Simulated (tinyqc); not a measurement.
Six-transistor SRAM cell, nodal equations and margins: one step of the calculation.

Two cross-coupled inverters (pull-down bn, pull-up bp) hold the nodes Q and QB; access transistors (ba, threshold VTn, gate on the word line at Vdd when selected) join them to the bit lines. Transistor (EKV form, voltages against the body): I = 2 n b Vt^2 [F(vp - Vs) - F(vp - Vd)] from drain to source, F(v) = ln^2(1 + exp(v/(2 Vt))), vp = (Vg - VT + sg |Vd - Vs|)/n. n-channel bodies are at 0; for the p-channel device all voltages are counted down from Vdd. b in uA/V^2 gives I in uA. For an access transistor the bit line is the drain and the node the source. In a read both bit lines are at Vdd. The cell is symmetric (no mismatch).

Question. Node voltages in a read by Newton steps. F1 = In(gate QB, drain Q) - Ip(gate QB, drain Q) - Ia(bit line, Q), F2 the same with Q and QB exchanged; J by central differences with +/- 1e-6 V; solve J d = -F, limit each component to +/- 0.15 V and add.

Parameters, values chosen for the exercise: temperature T = 400 K; supply voltage Vdd = 0.5 V; slope factor n = 1.44; drain-induced barrier lowering sg = 0.028; n-channel threshold VTn = 0.31 V; p-channel threshold (magnitude) VTp = 0.31 V; gain factor of the pull-down transistor bn = 230 uA/V^2; gain factor of the access transistor ba = 230 uA/V^2; gain factor of the pull-up transistor bp = 120 uA/V^2.

Constants: q = 1.602176634e-19 C, kB = 1.380649e-23 J/K, Vt = kB T/q. Results are converted to the units shown.

(Q, QB) after iteration 1 (V): Q 0.23685006, QB 0.23874756

Give: F1, F2; J; (Q, QB) after iteration 2.

Answer.

F1, F2 (in units of 1e-3 uA): [-1.8210, -7.3189]

J (uS):

|  | Q | QB |
|---|---|---|
| F1 | 1.0549 | 3.9391 |
| F2 | 3.9209 | 1.0102 |

(Q, QB) after iteration 2 (V): Q 0.23873, QB 0.23871

Program tinyqc, `OMP_NUM_THREADS=1 python tinyqc.py 2340068 2340069 out.jsonl`; Intel Xeon 2.30GHz, shared host, one thread, about 0.1 s.
